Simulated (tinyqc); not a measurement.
Exchange-only LDA atom on a uniform radial grid, spin-unpolarised, for F, step by step. Computed by tinyqc, a small Python program that keeps every step. Settings: Z = 9, points = 128, R = 11.1, functional = Slater exchange alone, mixing = 0.2, iteration cap = 60. Command: `OMP_NUM_THREADS=1 python tinyqc.py 25231 25232 out.jsonl` (the two numbers bound the seeds that draw the settings). One thread of a shared host (Intel(R) Xeon(R) Processor @ 2.60GHz), about 0.3 s of CPU time with the checks. Later iterations appear only in the table of the cycle.

## Iteration 1

Spherical atom on a uniform radial grid r_j = j h with h = R/(N + 1), h sum u^2 = 1 and integrals as h times sums, u(0) = u(R) = 0 (atomic units):
```
parameter            value
Z                        9
points N               128
R                11.100000
h                 0.086047
mixing            0.200000
electrons in 1s          2
electrons in 2s          2
electrons in 2p          5
```

Three-point differences turn -u''/2 + [l(l+1)/2r^2 - Z/r + V] u = e u into a tridiagonal matrix (diagonal 1/h^2 + potential, off-diagonal -1/2h^2). D = sum f u^2; the Hartree potential y/r solves y'' = -D/r with y(0) = 0, y(R) = N_e; v_xc comes from rho = D/(4 pi r^2); E = sum f e - int D V + int D (V_H/2 + eps_xc); V(new) = V + mixing (V_H + v_xc - V).

eigenvalues (hartree): [-35.764715, -9.771523, -10.263218]

Every 8th grid point:
```
r              V in     u(1s)      u(2s)     u(2p)         D        V_H       v_xc
0.688372   0.000000  0.110533  -1.248041  1.042675  8.575502  12.443061  -1.112051
1.376744   0.000000  0.000739  -0.306562  0.181468  0.352615   6.533338  -0.241798
2.065116   0.000000  3.71e-06  -0.035828  0.018032  0.004193   4.358091  -0.042118
2.753488   0.000000  1.65e-08  -0.003193  0.001424  0.000031   3.268581  -0.006739
3.441860   0.000000  6.91e-11  -0.000247  0.000099  1.71e-07   2.614865  -0.001031
4.130233   0.000000         0  -0.000017  0.000006  8.14e-10   2.179054  -0.000154
4.818605   0.000000         0  -1.16e-06  3.88e-07         0   1.867761  -0.000022
5.506977   0.000000         0  -7.44e-08  2.27e-08         0   1.634291   0.000000
6.195349   0.000000  0.000000  -4.59e-09  1.29e-09         0   1.452703   0.000000
6.883721   0.000000  0.000000  -2.76e-10  7.13e-11         0   1.307432   0.000000
7.572093   0.000000  0.000000  -1.63e-11         0         0   1.188575   0.000000
8.260465   0.000000  0.000000          0         0         0   1.089527   0.000000
8.948837   0.000000  0.000000          0         0         0   1.005717   0.000000
9.637209   0.000000  0.000000          0         0         0   0.933880   0.000000
10.325581  0.000000  0.000000          0         0         0   0.871622   0.000000
11.013953  0.000000  0.000000          0         0         0   0.817145   0.000000
```

total energy = -76.68348589 hartree

## Iteration 2

As before.

eigenvalues (hartree): [-31.362811, -7.369606, -7.496014]

Every 8th grid point:
```
r              V in     u(1s)      u(2s)     u(2p)         D        V_H       v_xc
0.688372   2.266202  0.125022  -1.220807  1.084879  8.896816  12.172878  -1.125771
1.376744   1.258308  0.001081  -0.402448  0.267935  0.682879   6.527061  -0.301393
2.065116   0.863195  0.000007  -0.065425  0.039317  0.016290   4.358019  -0.066211
2.753488   0.652368  4.41e-08  -0.008261  0.004666  0.000245   3.268580  -0.013497
3.441860   0.522767  2.53e-10  -0.000914  0.000493  2.89e-06   2.614865  -0.002646
4.130233   0.435780         0  -0.000093  0.000048  2.91e-08   2.179054  -0.000506
4.818605   0.373548         0  -0.000009  4.51e-06  2.64e-10   1.867761  -0.000095
5.506977   0.326858         0  -8.35e-07  4.06e-07         0   1.634291  -0.000018
6.195349   0.290541  0.000000  -7.51e-08  3.54e-08         0   1.452703   0.000000
6.883721   0.261486  0.000000  -6.60e-09  3.02e-09         0   1.307432   0.000000
7.572093   0.237715  0.000000  -5.68e-10  2.53e-10         0   1.188575   0.000000
8.260465   0.217905  0.000000  -4.82e-11  2.09e-11         0   1.089527   0.000000
8.948837   0.201143  0.000000          0         0         0   1.005717   0.000000
9.637209   0.186776  0.000000          0         0         0   0.933880   0.000000
10.325581  0.174324  0.000000          0         0         0   0.871622   0.000000
11.013953  0.163429  0.000000          0         0         0   0.817145   0.000000
```

total energy = -81.38349897 hartree

## Convergence

Stop when input and output potentials agree to 1e-7.

Course of the cycle (hartree):
```
iteration             E       e(1s)      e(2s)       e(2p)  largest |V(out) - V(in)|
1          -76.68348589  -35.764715  -9.771523  -10.263218                  2.54e+01
2          -81.38349897  -31.362811  -7.369606   -7.496014                  1.88e+01
3          -84.51134081  -28.101909  -5.616048   -5.498606                  1.38e+01
4          -86.50984450  -25.713418  -4.337458   -4.063683                  9.95e+00
5          -87.72666361  -23.986319  -3.406452   -3.036931                  7.10e+00
6          -88.42715234  -22.754835  -2.729545   -2.304396                  5.00e+00
7          -88.80573175  -21.889173  -2.238064   -1.782597                  3.48e+00
8          -88.99696890  -21.288588  -1.881466   -1.410834                  2.40e+00
9          -89.08733414  -20.876088  -1.622511   -1.145296                  1.65e+00
10         -89.12763817  -20.594181  -1.433844   -0.954619                  1.14e+00
11         -89.14494465  -20.401199  -1.295535   -0.816558                  7.97e-01
...                 ...         ...        ...         ...                       ...
50         -89.15902846  -19.895618  -0.858498   -0.391548                  6.77e-05
51         -89.15902846  -19.895606  -0.858488   -0.391539                  5.38e-05
52         -89.15902846  -19.895597  -0.858481   -0.391532                  4.28e-05
53         -89.15902846  -19.895590  -0.858476   -0.391527                  3.40e-05
54         -89.15902846  -19.895585  -0.858471   -0.391522                  2.70e-05
55         -89.15902846  -19.895580  -0.858467   -0.391519                  2.15e-05
56         -89.15902846  -19.895577  -0.858465   -0.391516                  1.71e-05
57         -89.15902846  -19.895574  -0.858462   -0.391514                  1.36e-05
58         -89.15902846  -19.895571  -0.858461   -0.391512                  1.08e-05
59         -89.15902846  -19.895570  -0.858459   -0.391511                  8.57e-06
60         -89.15902846  -19.895568  -0.858458   -0.391510                  6.81e-06
```

Not converged within 60 iterations: the residual falls steadily but slowly, by a factor of about 0.79 a step. Reruns (cap 100 unless said): mixing 0.3: converged in 50; mixing 0.6: converged in 21; the original settings with a cap of 400: converged in 79. Even converged, this uniform grid resolves the cusp poorly and misses the energy of the atom.
